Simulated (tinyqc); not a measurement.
Worked calculation: Hubbard ring of 3 sites. One step of it, computed by the program tinyqc.

Problem. Mean-field iteration 1. H(up) = T + U n(down), H(down) = T + U n(up); fill the lowest levels; n(new) = n + mixing (n(out) - n); E = tr T (rho up + rho down) + U sum n_up n_down of the output.

one-body matrix (hopping and site energies) (eV), lower triangle:
```
           1          2         3
1   0.000000
2  -1.930000   0.000000
3  -1.930000  -1.930000  0.000000
```

U = 8.900000 eV

electrons, up and down: 2  1

mixing = 0.200000

n(up) at the start (a guess, not normalised): 1 1.000000, 2 0.217000, 3 1.000000

n(down) at the start (a guess): 1 0.000000, 2 0.783000, 3 0.000000

Give: levels, up; levels, down; energy; n(up) after iteration 1; n(down) after iteration 1.

Solution.

levels, up (eV): -2.700  1.930  7.739

levels, down (eV): 0.736  8.165  10.830

energy = -1.671 eV

n(up) after iteration 1: 1 0.993, 2 0.188, 3 0.993

n(down) after iteration 1: 1 0.016, 2 0.794, 3 0.016
